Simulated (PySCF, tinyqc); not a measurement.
CIS on RHF in the sto-3g basis, frozen core, for BeH+, spin multiplicity 1, step by step. The lowest restricted solution is unstable here: a spin-polarised one lies 0.0066 hartree lower (PySCF). One step of it, computed by the program tinyqc.

Task: CIS matrix, singlets. A(ia,jb) = (e_a - e_i) d_ij d_ab + 2 (ia|jb) - (ij|ab).

orbital energies (hartree): [-4.990996, -0.647923, -0.252265, -0.123627, -0.123627, 0.102951]

Two-electron integrals over orbitals (pq|rs), unique and non-zero (hartree); the lowest 1 orbital is frozen and left out:
```
(22|22) 0.455418    (32|22) -0.065434   (32|32) 0.063653    (33|22) 0.327253
(33|32) 0.032142    (33|33) 0.425474    (42|42) 0.045787    (43|42) 0.034734
(43|43) 0.048238    (44|22) 0.348269    (44|32) 0.040932    (44|33) 0.381688
(44|44) 0.449859    (52|52) 0.045787    (53|52) 0.034734    (53|53) 0.048238
(54|54) 0.024249    (55|22) 0.348269    (55|32) 0.040932    (55|33) 0.381688
(55|44) 0.401360    (55|55) 0.449859    (62|22) 0.019744    (62|32) -0.055990
(62|33) -0.008394   (62|44) -0.069179   (62|55) -0.069179   (62|62) 0.117393
(63|22) -0.056865   (63|32) 0.059799    (63|33) 0.050404    (63|44) 0.037134
(63|55) 0.037134    (63|62) -0.061043   (63|63) 0.076588    (64|42) -0.025323
(64|43) -0.007618   (64|64) 0.022220    (65|52) -0.025323   (65|53) -0.007618
(65|65) 0.022220    (66|22) 0.461894    (66|32) -0.069610   (66|33) 0.355219
(66|44) 0.351391    (66|55) 0.351391    (66|62) 0.046034    (66|63) -0.060229
(66|66) 0.498793
```

Give: CIS matrix A, singlet.

Result:

CIS matrix A, singlet (hartree), order 2>3, 2>4, 2>5, 2>6:
```
[[0.196, 0.000, 0.000, -0.055],
 [0.000, 0.268, 0.000, 0.000],
 [0.000, 0.000, 0.268, 0.000],
 [-0.055, 0.000, 0.000, 0.524]]
```
